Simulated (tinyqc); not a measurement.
Bandgap voltage reference from two bipolar transistors: two steps of the calculation.

Two transistors of area 1 and N carry the same current I. Is(T) = Is (T/T0)^eta exp[(Vg0 q/kB)(1/T0 - 1/T)], VBE1 = Vt ln(I/Is(T)) + I rb, VBE2 = Vt ln(I/(N Is(T))) + I rb/N. The amplifier forces I R1(T) = VBE1 - VBE2 + Vos, with R(T) = R (1 + tc (T - T0)) for both resistors, and the output is Vref = VBE1 + I R2(T). Base currents and the Early effect are neglected.

Inputs (values chosen for the exercise); values of the order met in silicon bipolar transistors:
```
symbol    value   unit                                                   meaning
T0          300      K                                     reference temperature
Vg0       1.187      V                      band-gap voltage extrapolated to 0 K
eta         3.3                   temperature exponent of the saturation current
Is      1.3e-18      A           saturation current of the unit transistor at T0
N             4                              area ratio of the second transistor
R1          7.5   kohm  resistor across which the difference of VBE falls, at T0
tc          400  ppm/K                 temperature coefficient of both resistors
Vos         1.6     mV                                   offset of the amplifier
rb           69    ohm                  series resistance of the unit transistor
R2        101.1   kohm                                     output resistor at T0
```

Constants: q = 1.602176634e-19 C, kB = 1.380649e-23 J/K. Results are converted to the units shown.

Question 1. Operating point at the reference temperature. Vt = kB T/q; I = (Vt ln N + Vos)/(R1(T) - rb (1 - 1/N)). Evaluate at T = T0.

Wanted: Vt; I; Is(T); VBE1; I R2; Vref.

Answer 1.

Vt = 0.025852 V
I = 5.0265 uA
Is(T) = 1.3000e-18 A
VBE1 = 0.74963 V
I R2 = 0.50818 V
Vref = 1.2578 V

Question 2. Resistor for zero slope at T0, ideal case. With tc = 0, Vos = 0 and rb = 0 the current is proportional to T, dVBE/dT = (VBE - Vg0 - (eta - 1) Vt)/T, and Vref has zero slope at T0 when Vref = Vg0 + (eta - 1) Vt0. Find VBE1, its slope, that Vref, R2/R1 and the curvature d2Vref/dT2 = -(eta - 1) kB/(q T0).

Find: VBE1; dVBE/dT; Vref; R2/R1; curvature.

Answer 2.

VBE1 = 0.7480 V
dVBE/dT = -1.662 mV/K
Vref = 1.246 V
R2/R1 = 13.91
curvature = -0.6607 uV/K^2

tinyqc, about 0.02 s, one thread, Intel Xeon 2.30GHz (shared host): `OMP_NUM_THREADS=1 python tinyqc.py 2062063 2062064 out.jsonl`
